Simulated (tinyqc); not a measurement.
# Short-channel transistor, virtual-source model with series resistance: several studies

The current per gate width is the charge at the top of the source barrier (the virtual source) times its velocity times a saturation function; al and be are fitting constants of the model. Units: I in uA/um, Rs in ohm um, so I Rs = 1e-6 I Rs in volts; Q in uC/cm^2, so I = 1e-4 Q vx0 Fsat with vx0 in cm/s.

Inputs (values chosen for the exercise): temperature T = 350 K; inversion capacitance Cinv = 3.18 uF/cm^2; velocity at the virtual source vx0 = 3.47e7 cm/s; apparent mobility mu = 1100 cm^2/(V s); channel length L = 90 nm; threshold at zero drain voltage VT0 = 0.381 V; drain-induced barrier lowering dl = 0.196 V/V; subthreshold factor n0 = 1.47; growth of n with drain voltage nd = 0.2 1/V; threshold shift (in units of Vt) from weak to strong inversion al = 3.5; sharpness of saturation be = 1.8; series resistance of each contact Rs = 70 ohm um.

Constants: q = 1.602176634e-19 C, kB = 1.380649e-23 J/K, Vt = kB T/q. Results are converted to the units shown.

Each table varies one quantity; the others keep the values above.

## Effect of the threshold at zero drain voltage on the on and off currents

Intrinsic voltages Vg' = Vgs - I Rs, Vd' = Vds - 2 I Rs. n = n0 + nd Vd', VT = VT0 - dl Vd', Ff = 1/(1 + exp((Vg' - VT + al Vt/2)/(al Vt))), Q = Cinv n Vt ln(1 + exp((Vg' - VT + al Vt Ff)/(n Vt))), Vdsat = (vx0 L/mu)(1 - Ff) + Vt Ff, Fsat = u/(1 + u^be)^(1/be) with u = Vd'/Vdsat, and I = Q vx0 Fsat per width. I is solved self-consistently. Ion is I at Vgs = Vds = 0.6 V, Ioff at Vgs = 0, Vds = 0.6 V, and Rlin = Vds/I at Vgs = 0.6 V, Vds = 0.05 V.

Results:

| VT0 (V) | Ion (uA/um) | Ioff (nA/um) | log10(Ion/Ioff) | Rlin (ohm um) |
|---|---|---|---|---|
| 0.15 | 2426.3 | 3.0968e5 | 0.89404 | 198.62 |
| 0.2 | 2275.8 | 1.9412e5 | 1.0691 | 205.65 |
| 0.25 | 2113.9 | 1.0938e5 | 1.2861 | 214.38 |
| 0.3 | 1941.4 | 54873 | 1.5488 | 225.42 |
| 0.35 | 1759.7 | 24693 | 1.8529 | 239.67 |
| 0.4 | 1570.8 | 10197 | 2.1877 | 258.49 |
| 0.5 | 1180.8 | 1487.0 | 2.8999 | 320.44 |

Estimate the missing row, VT0 = 0.45 V.

Computed row:

| VT0 (V) | Ion (uA/um) | Ioff (nA/um) | log10(Ion/Ioff) | Rlin (ohm um) |
|---|---|---|---|---|
| 0.45 | 1376.9 | 3968.3 | 2.5403 | 284.14 |

With this row back in the table: As VT0 goes from 0.15 to 0.5 V, Ion falls from 2430 to 1180 uA/um, Ioff falls from 3.10e5 to 1490 nA/um and Rlin rises from 199 to 320 ohm um. Ion changes by a factor of 0.487 and Ioff by 0.00480. The off current depends on it through an exponential, the on current about linearly. In every row the off current passes 1 uA/um, so the device is hardly off at Vgs = 0.

## Transfer curves at low and high drain voltage

Same model as above.

Columns for Vds = 0.05 V and 0.6 V; gm = dI/dVgs at 0.6 V.

Transfer curves at low and high drain voltage:

| Vgs (V) | I, low Vds (uA/um) | I, high Vds (uA/um) | gm (uS/um) |
|---|---|---|---|
| 0 | 0.84324 | 14.390 | 257.30 |
| 0.07 | 3.2821 | 46.435 | 715.80 |
| 0.15 | 12.626 | 137.87 | 1618.6 |
| 0.22 | 31.841 | 281.76 | 2477.0 |
| 0.3 | 67.130 | 512.53 | 3242.9 |
| 0.38 | 108.37 | 792.48 | 3706.8 |
| 0.45 | 142.40 | 1059.6 | 3893.8 |
| 0.53 | 175.60 | 1373.0 | 3911.3 |
| 0.6 | 199.46 | 1643.3 | 3795.2 |

What does the comparison show?

At Vds = 0.6 V the current spans 2.1 decades, from 14.4 to 1640 uA/um. Between the first two rows the swing is 138 mV a decade, against n Vt ln 10 = 110. At Vgs = 0 the higher drain voltage raises the current by a factor of 17.1, at Vgs = 0.6 V by 8.24. The transconductance goes from 257 through a maximum of 3910 (at Vgs = 0.53 V among the rows listed) to 3800 uS/um; Cinv vx0, its value in strong inversion and saturation without series resistance, is 11000 uS/um.

## Effect of the drain-induced barrier lowering on the on and off currents

Same model as above.

Result of one run:

| dl (V/V) | Ion (uA/um) | Ioff (nA/um) | log10(Ion/Ioff) | Rlin (ohm um) |
|---|---|---|---|---|
| 0.28 | 1755 | 3.384e4 | 1.715 | 250.0 |

What becomes of these results when the drain-induced barrier lowering dl is changed from 0.28 to 0.12 V/V, all else the same?

Result of the changed run:

| dl (V/V) | Ion (uA/um) | Ioff (nA/um) | log10(Ion/Ioff) | Rlin (ohm um) |
|---|---|---|---|---|
| 0.12 | 1531 | 6216 | 2.392 | 251.3 |

The whole series:

| dl (V/V) | Ion (uA/um) | Ioff (nA/um) | log10(Ion/Ioff) | Rlin (ohm um) |
|---|---|---|---|---|
| 0 | 1329 | 1530 | 2.939 | 252.4 |
| 0.04 | 1400 | 2460 | 2.755 | 252.0 |
| 0.08 | 1467 | 3927 | 2.572 | 251.7 |
| 0.12 | 1531 | 6216 | 2.392 | 251.3 |
| 0.16 | 1592 | 9729 | 2.214 | 251.0 |
| 0.2 | 1649 | 1.502e4 | 2.041 | 250.6 |
| 0.24 | 1703 | 2.278e4 | 1.874 | 250.3 |
| 0.28 | 1755 | 3.384e4 | 1.715 | 250.0 |

As dl goes from 0 to 0.28 V/V, Ion rises from 1330 to 1760 uA/um, Ioff rises from 1530 to 33800 nA/um and Rlin falls from 252 to 250 ohm um. Ion changes by a factor of 1.32 and Ioff by 22.1. The off current depends on it through an exponential, the on current about linearly. In every row the off current passes 1 uA/um, so the device is hardly off at Vgs = 0.

tinyqc, about 0.02 s, one thread, Intel Xeon 2.30GHz (shared host): `OMP_NUM_THREADS=1 python tinyqc.py 2380151 2380152 out.jsonl`
